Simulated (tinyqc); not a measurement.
Implant damage, amorphisation by cascade overlap, and solid-phase epitaxial regrowth: one step, computed by the program tinyqc. Command: `OMP_NUM_THREADS=1 python tinyqc.py 3112319 3112320 out.jsonl sper walk`. One thread of a shared host (Intel(R) Xeon(R) Processor @ 2.30GHz), about 0.01 s of CPU time with the checks.

Range and width of the damage are inputs. Dynamic annealing enters only through the surviving share f.

Task: Isothermal regrowth. v = v0 x orientation factor x exp(-E_a/(k_B T)) x [1 + (enhancement - 1) exp(-(z - R_d)^2/(2 s_d^2))], T = anneal temperature + 273.15 K; the dopant is taken to follow the damage profile; the lower front moves from the lower edge z2 to the surface, or to the middle (z1 + z2)/2 of a buried layer with upper edge z1; time = int dz/v; the equivalent undoped distance is that time times the undoped velocity.

Inputs (values chosen for the exercise, modelled on germanium ions in germanium):
```
quantity                           value  unit
depth of the damage peak R_d          26    nm
width of the damage profile s_d       14    nm
regrowth prefactor v0            1.9e+16  nm/s
regrowth energy E_a                 2.15    eV
anneal temperature                   422     C
rate relative to (100)                 1     -
peak enhancement by the dopant        12     -
```

lower edge = 56.59118 nm

upper edge = 0 nm

Constants: k_B = 8.617333262e-05 eV/K.

Give: undoped velocity; distance to regrow; time without enhancement; equivalent undoped distance; time with enhancement.

Result:

undoped velocity = 4.9140 nm/s

distance to regrow = 56.591 nm

time without enhancement = 11.516 s

equivalent undoped distance = 9.7337 nm

time with enhancement = 1.9808 s

The rate doubles for each 13 K or so near this temperature.
